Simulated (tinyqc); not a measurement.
# Avalanche multiplication and breakdown of a junction from ionisation integrals, step by step

A worked calculation. Computed by tinyqc, a small Python program that keeps every step. Command: `OMP_NUM_THREADS=1 python tinyqc.py 3007896 3007897 out.jsonl impact walk`. One thread of a shared host (Intel(R) Xeon(R) Processor @ 2.30GHz), about 0.01 s of CPU time with the checks. Intermediate numbers are printed to about 6 digits and carried at full precision; extremes and crossings named in words are read from the listed rows.

Ionisation coefficients follow the local field. Position x runs through the depletion layer from the p side (x = 0), where electrons enter, to the n side (x = w), where holes enter. The built-in voltage is neglected.

Inputs (values chosen for the exercise, modelled on InP):
```
quantity                                        value        unit
electron prefactor a_n                       5.96e+06        1/cm
electron field b_n                           3.19e+06        V/cm
hole prefactor a_p                           1.97e+06        1/cm
hole field b_p                               2.27e+06        V/cm
exponent c                                          1           -
permittivity eps                                 12.5           -
drift-layer mobility mu                          4300  cm^2/(V s)
doping N of the lightly doped side            1.5e+15      1/cm^3
layer width W                                      15  micrometre
bias as a fraction of the breakdown voltage      0.83           -
```

Junction: punch-through p+ n- n+.

Constants: e = 1.602176634e-19 C; eps_0 = 8.8541878128e-12 F/m.

## Breakdown

alpha_n = a_n exp(-(b_n/F)^c), alpha_p = a_p exp(-(b_p/F)^c). Field F = F_m - e N x/(eps eps_0) over the layer, w = W, V = F_m W - e N W^2/(2 eps eps_0); valid while F > 0 at x = W. With Phi(x) = int_0^x (alpha_n - alpha_p) dx': 1 - 1/M_n = I_n = int_0^w alpha_n exp(-Phi) dx and M_p = M_n exp(-Phi(w)); trapezoid rule on 401 even points; breakdown at I_n = 1. Solve I_n(F_m) = 1.

critical field F_m = 0.410284 MV/cm

width at breakdown = 15 micrometre

breakdown voltage = 371.142 V

## Coefficients at the critical field

The formulas are those given above.

alpha_n = 2503.59 1/cm

alpha_p = 7791.52 1/cm

ratio k = alpha_p/alpha_n = 3.11214

shorter ionisation length = 1.28345 micrometre

Holes ionise more readily at the peak field.

## Field and integrand below breakdown

Bias V = fraction times the breakdown voltage.

peak field = 0.368221 MV/cm

Every 50th point:
```
x (micrometre)  F (MV/cm)  alpha_n (1/cm)  alpha_p (1/cm)        Phi  I_n up to x
0.000            0.368221     1.03000e+03     4.14133e+03   0.000000     0.000000
1.875            0.327507     3.50843e+02     1.92446e+03  -0.429759     0.148724
3.750            0.286793     8.80218e+01     7.19412e+02  -0.627635     0.210649
5.625            0.246079     1.39751e+01     1.94197e+02  -0.697419     0.225899
7.500            0.205365     1.06959e+00     3.11889e+01  -0.714011     0.227941
9.375            0.164651     2.29665e-02     2.02753e+00  -0.716139     0.228058
11.250           0.123937     3.95364e-05     2.18795e-02  -0.716236     0.228060
13.125           0.083223     1.34406e-10     2.80934e-06  -0.716237     0.228060
15.000           0.042509     1.52935e-26     1.26747e-17  -0.716237     0.228060
```

## Multiplication and noise

M_n = 1/(1 - I_n), M_p = M_n exp(-Phi(w)); McIntyre excess noise for the carrier with the larger M, F_x = k M + (1 - k)(2 - 1/M), with k = (smaller M - 1)/(larger M - 1).

M_n = 1.29544

M_p = 2.65139

effective k = 0.178902

excess noise factor = 1.80685

Injecting holes gives the larger gain and, at equal gain, the lower noise.

## On-resistance of the drift layer

R_on = w/(e mu N) with w the width at breakdown; figure of merit V_B^2/R_on; for a triangular field it equals eps eps_0 mu F_m^3/4.

specific on-resistance = 1.45151 milliohm cm^2

V_B^2/R_on = 94.8983 MW/cm^2

eps eps_0 mu F_m^3/4 = 82.1715 MW/cm^2

The punch-through design reaches 1.15 times the triangular value at the same peak field; at fixed F_m the best ratio is 32/27 = 1.185.

## Gain against bias and Miller's formula

Miller's exponent n is defined by 1 - 1/M = (V/V_B)^n for the larger M.

Gain:
```
V/V_B    V (V)  F_m (MV/cm)      M_n      M_p  Miller exponent n
0.70   259.799     0.336056   1.0769   1.5339            2.95888
0.80   296.913     0.360798   1.2129   2.2445            2.64286
0.90   334.028     0.385541   1.7177   4.6549            2.29549
0.95   352.585     0.397913   2.8127   9.7184            2.11695
0.98   363.719     0.405335   6.1722  25.1282            2.01010
0.99   367.430     0.407810  11.7974  50.8891            1.97468
```

The larger gain passes 2 between 0.700 and 0.800 of V_B and reaches 50.9 at 0.99. Miller's exponent runs from 2.0 to 3.0, so it is not a constant: a fit holds over a narrow range only. From the first row to the last the voltage grows by a factor 1.41 and the peak field by 1.21.

Checks made by the program: the hole form of the condition, int alpha_p exp(Phi(w) - Phi) dx = 1 (relative difference 1e-05).
